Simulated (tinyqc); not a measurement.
Surface potential of a MOS transistor: implicit equation and explicit approximations: one step of the calculation.

p-type body, charge-sheet picture, depletion and inversion only, full ionisation (an idealisation for deep acceptors), Boltzmann statistics (rough once Na exp(x - xn) passes about Nc/7). In units of Vt: xg = (Vg - Vfb)/Vt, x = psi/Vt, G = gamma/sqrt(Vt), xn = (2 phiF + Vc)/Vt. The implicit equation is (xg - x)^2 = G^2 [x - 1 + exp(x - xn)] for x above about 3. Cox = eps0 eox/tox.

Question. Scales. ni = sqrt(Nc Nv) exp(-Eg/(2 Vt)), Eg in volts; phiF = Vt ln(Na/ni); gamma = sqrt(2 q eps0 eps_r Na)/Cox; VT = Vfb + Vt (xn + G sqrt(xn - 1)).

Parameters, values chosen for the exercise; band and dielectric values close to those of silicon: temperature T = 400 K; band gap Eg = 1.14 eV; relative permittivity eps_r = 11.9; conduction-band density of states at T Nc = 4.23e19 cm^-3; valence-band density of states at T Nv = 4.08e19 cm^-3; relative permittivity of the gate insulator (close to zirconium oxide) eox = 24.8; insulator thickness tox = 3.6 nm; acceptor density Na = 7.9e17 cm^-3; flat-band voltage Vfb = -0.78 V; channel-body voltage Vc = 0 V; gate-body voltage Vg = 0.14 V.

Constants: q = 1.602176634e-19 C, kB = 1.380649e-23 J/K, Vt = kB T/q, eps0 = 8.8541878128e-14 F/cm where lengths are in cm. Results are converted to the units shown.

Find: phiF; gamma; G; xn; VT; xg.

Answer.

phiF = 0.4334 V
gamma = 0.08467 V^0.5
G = 0.4561
xn = 25.15
VT = 0.1641 V
xg = 26.69

Numbers from tinyqc (`OMP_NUM_THREADS=1 python tinyqc.py 2122064 2122065 out.jsonl`; about 0.01 s on one thread of a shared Intel Xeon 2.30GHz).
